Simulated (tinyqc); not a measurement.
p-type polysilicon, carrier trapping at grain boundaries: one step of the calculation.

One-dimensional grains of size Lg, uniform ionised doping N, monovalent traps Qt at each boundary at a depth Et below (for electrons) or above (for holes) the band edge there, abrupt depletion of width W on each side of a boundary, Boltzmann statistics. xi is the distance from the band edge at the grain centre to the Fermi level. Trapped charge Qt/(1 + exp((xi + VB - Et)/Vt)) = 2 N W, barrier VB = q N W^2/(2 eps0 eps_r).

Question. New W. Partly depleted grain, xi = Vt ln(NB/N): f = 1/(1 + exp((xi + VB - Et)/Vt)), g = Qt f - 2 N W, g' = -2 Qt f (1 - f) VB/(W Vt) - 2 N, W(new) = W - g/g'.

Parameters, values chosen for the exercise; values of the order met in polycrystalline silicon:

| symbol | value | unit | meaning |
|---|---|---|---|
| T | 350 | K | temperature |
| eps_r | 11.7 |  | relative permittivity |
| NB | 3.34e19 | cm^-3 | valence-band density of states at T |
| Qt | 7.5e11 | cm^-2 | trap density of a grain boundary |
| Et | 0.47 | eV | depth of the trap level from the majority band edge at the boundary |
| N | 1.2e17 | cm^-3 | doping |

Constants: q = 1.602176634e-19 C, kB = 1.380649e-23 J/K, Vt = kB T/q, eps0 = 8.8541878128e-14 F/cm where lengths are in cm. Results are converted to the units shown.

W at the start = 31 nm

Find: VB; f; g; g'; W after iteration 1.

Answer.

VB = 0.08918 V
f = 0.9991
g = 5.315e9 cm^-2
g' = -2.413e10 cm^-2/nm
W after iteration 1 = 31.22 nm

Numbers from tinyqc (`OMP_NUM_THREADS=1 python tinyqc.py 2830248 2830249 out.jsonl`; about 0.01 s on one thread of a shared Intel Xeon 2.30GHz).
